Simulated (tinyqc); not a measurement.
Gate voltage for a given inversion charge.

Problem. p-type body, charge-sheet picture, depletion and inversion only, full ionisation (an idealisation for deep acceptors), Boltzmann statistics (rough once Na exp(x - xn) passes about Nc/7). In units of Vt: xg = (Vg - Vfb)/Vt, x = psi/Vt, G = gamma/sqrt(Vt), xn = (2 phiF + Vc)/Vt. The implicit equation is (xg - x)^2 = G^2 [x - 1 + exp(x - xn)] for x above about 3. Cox = eps0 eox/tox. ni = sqrt(Nc Nv) exp(-Eg/(2 Vt)), Eg in volts; phiF = Vt ln(Na/ni); gamma = sqrt(2 q eps0 eps_r Na)/Cox. N_inv = (Cox Vt G/q) [sqrt(x - 1 + exp(x - xn)) - sqrt(x - 1)]. Find x - xn, psi and Vg.

Parameters, values chosen for the exercise; band and dielectric values close to those of silicon:
```
symbol,value,unit,meaning
T,400,K,temperature
Eg,1.11,eV,band gap
eps_r,11.5,,relative permittivity
Nc,4.23e19,cm^-3,conduction-band density of states at T
Nv,4.05e19,cm^-3,valence-band density of states at T
eox,25.3,,relative permittivity of the gate insulator (close to zirconium oxide)
tox,6.6,nm,insulator thickness
Na,1.5e18,cm^-3,acceptor density
Vfb,-0.96,V,flat-band voltage
Vc,0,V,channel-body voltage
```

Constants: q = 1.602176634e-19 C, kB = 1.380649e-23 J/K, Vt = kB T/q, eps0 = 8.8541878128e-14 F/cm where lengths are in cm. Results are converted to the units shown.

N_inv = 5.8e10 cm^-2

Answer. N_inv rises steadily with x, so it fixes x; the implicit equation then gives xg directly.

x - xn = -0.3434
psi = 0.8695 V
Vg = 0.1005 V

Numbers from tinyqc (`OMP_NUM_THREADS=1 python tinyqc.py 2122116 2122117 out.jsonl`; about 0.01 s on one thread of a shared Intel Xeon 2.30GHz).
